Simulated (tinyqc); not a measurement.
# Random telegraph noise from one oxide trap in a small MOSFET: two studies

An acceptor-like trap exchanges electrons with the channel. Inversion charge Q = Cox u, u = n Vt W0(exp((Vg - VT)/(n Vt))), W0 the Lambert function, n = nf, Cox = eps0 eox/tox; linear regime Id = (W/L) mu Q Vd. Relative to threshold the surface potential rises by Vt ln(u/u0) and the oxide voltage by the rest of Vg - VT, with u0 = n Vt W0(1).

Values chosen for this exercise; values of the order met in silicon transistors:
```
symbol    value        unit                                                                 meaning
T           250           K                                                             temperature
eox         3.9              relative permittivity of the gate insulator (close to silicon dioxide)
tox         2.6          nm                                                     insulator thickness
xt         0.86          nm                            depth of the trap from the channel interface
E0            0          eV                   trap level above the channel Fermi level at threshold
s0        6e-16        cm^2                                                       capture prefactor
EB         0.51          eV                                    capture barrier (lattice relaxation)
lt         0.15          nm                                                 tunnelling decay length
vth         2e7        cm/s                                                        thermal velocity
zi          2.8          nm                                        thickness of the inversion layer
VT         0.48           V                                                       threshold voltage
nf         1.07                                                                         body factor
W            50          nm                                                              gate width
L            81          nm                                                             gate length
mu          290  cm^2/(V s)                                                                mobility
asc     2.8e-16         V s                              scattering coefficient of the charged trap
Vd          0.1           V                                                           drain voltage
Vg         0.53           V                                                            gate voltage
```

Constants: q = 1.602176634e-19 C, kB = 1.380649e-23 J/K, Vt = kB T/q, eps0 = 8.8541878128e-14 F/cm where lengths are in cm. Results are converted to the units shown.

Each table varies one quantity; the others keep the values above.

## Time constants and noise against gate voltage

N = Cox u/q; dpsi = Vt ln(u/u0); E = E0 - dpsi - (xt/tox)(Vg - VT - dpsi); capture time tc = 1/[(N/zi) vth s0 exp(-xt/lt - EB/Vt)]; emission time te = tc exp(-E/Vt); occupancy te/(tc + te). A = W L; threshold step dV = q (1 - xt/tox)/(Cox A); gm/Id = 1/(u + n Vt); relative step dI/I = (gm/Id) dV + asc mu/A. fc = (1/tc + 1/te)/(2 pi); rms = (dI/I) sqrt(tc te)/(tc + te).

Time constants and noise against gate voltage:

| Vg (V) | E (eV) | tc (s) | te (s) | occupancy | dI/I (%) | fc (Hz) | rms dI/I (%) |
|---|---|---|---|---|---|---|---|
| 0.24 | 0.22132 | 2.3963e7 | 827.94 | 3.4550e-5 | 8.8478 | 1.9224e-4 | 0.052006 |
| 0.3 | 0.16395 | 1.7753e6 | 879.48 | 4.9514e-4 | 8.8446 | 1.8105e-4 | 0.19676 |
| 0.36 | 0.10665 | 1.3215e5 | 935.68 | 0.0070308 | 8.8012 | 1.7130e-4 | 0.73538 |
| 0.42 | 0.050193 | 10430 | 1014.9 | 0.088681 | 8.2890 | 1.7207e-4 | 2.3564 |
| 0.48 | 0 | 1271.0 | 1271.0 | 0.50000 | 5.7185 | 2.5043e-4 | 2.8593 |
| 0.54 | -0.037578 | 371.55 | 2126.0 | 0.85123 | 3.1417 | 5.0321e-4 | 1.1180 |
| 0.6 | -0.067328 | 186.94 | 4255.7 | 0.95792 | 1.9813 | 8.8876e-4 | 0.39777 |
| 0.66 | -0.093583 | 119.85 | 9229.9 | 0.98718 | 1.4333 | 0.0013451 | 0.16124 |
| 0.72 | -0.11807 | 86.895 | 20849 | 0.99585 | 1.1308 | 0.0018392 | 0.072698 |

What does the comparison show?

tc falls from 2.40e7 to 86.9 s as the channel fills and te rises from 828 to 20800 s; they are equal at Vg = 0.480 V, where E = 0. The rms noise goes from 0.0520 through a maximum of 2.86 (at Vg = 0.48 V among the rows listed) to 0.0727 %. The slope -Vt d ln(tc/te)/dVg is 0.956 between the first two rows and 0.408 between the last two; it tends to xt/tox = 0.331 only when the surface potential stops moving.

## Effect of the gate length

Same model as above.

The same in every row: E (eV) = -0.03203; tc (s) = 433.9; te (s) = 1919; occupancy = 0.8156; fc (Hz) = 4.497e-4.

Results:

| L (nm) | dI/I (%) | rms dI/I (%) |
|---|---|---|
| 15 | 18.63 | 7.224 |
| 25 | 11.18 | 4.334 |
| 41 | 6.815 | 2.643 |
| 67 | 4.171 | 1.617 |
| 110 | 2.540 | 0.9851 |
| 300 | 0.9314 | 0.3612 |
| 500 | 0.5589 | 0.2167 |

Estimate the missing row, L = 180 nm.

Computed row:

| L (nm) | dI/I (%) | rms dI/I (%) |
|---|---|---|
| 180 | 1.552 | 0.6020 |

With this row back in the table: As L goes from 15 to 500, tc stays at 434 s, te stays at 1920 s and dI/I falls from 18.6 to 0.559 %. The step goes as 1/(W L), while the times do not depend on the size. For L = 15 the step exceeds 15 %, where a linear one-charge estimate is rough.

Range of the model: VT is taken as given; short-channel effects and the uneven flow of current among few electrons are left out.

Program tinyqc, `OMP_NUM_THREADS=1 python tinyqc.py 2710122 2710123 out.jsonl`; Intel Xeon 2.30GHz, shared host, one thread, about 0.01 s.
